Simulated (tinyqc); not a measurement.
## Inverter chain driving a load

N inverters, each f = Hc^(1/N) times larger than the one before: delay tau N (f + pp). Switched capacitance in units of the first input, with output capacitance pp times the input: Hc + (1 + pp)(Hc - 1)/(f - 1).

Values chosen for this exercise:

| symbol | value | unit | meaning |
|---|---|---|---|
| Hc | 47 |  | load over the input capacitance of the chain |
| pp | 1 |  | parasitic delay of an inverter |
| tau | 6.3 | ps | delay unit |

Inverter chain driving a load:

| N | f | delay (ps) | switched capacitance |
|---|---|---|---|
| 1 | 47.00 | 302.4 | 49.00 |
| 2 | 6.856 | 98.98 | 62.71 |
| 3 | 3.609 | 87.11 | 82.26 |
| 4 | 2.618 | 91.18 | 103.8 |
| 5 | 2.160 | 99.53 | 126.3 |
| 6 | 1.900 | 109.6 | 149.3 |
| 7 | 1.733 | 120.5 | 172.5 |

What does the comparison show?

The delay goes from 302 through a minimum of 87.1 (at N = 3 among the rows listed) to 121 ps. The best stage effort solves pp + rho (1 - ln rho) = 0, rho = 3.59, which gives N = ln Hc/ln rho = 3.01. One stage fewer than the best costs 14 % in delay and saves 24 % of the switched capacitance.

Computed by the program tinyqc: `OMP_NUM_THREADS=1 python tinyqc.py 2082077 2082078 out.jsonl`, one thread of a shared Intel Xeon 2.30GHz, about 0.01 s for the whole run.
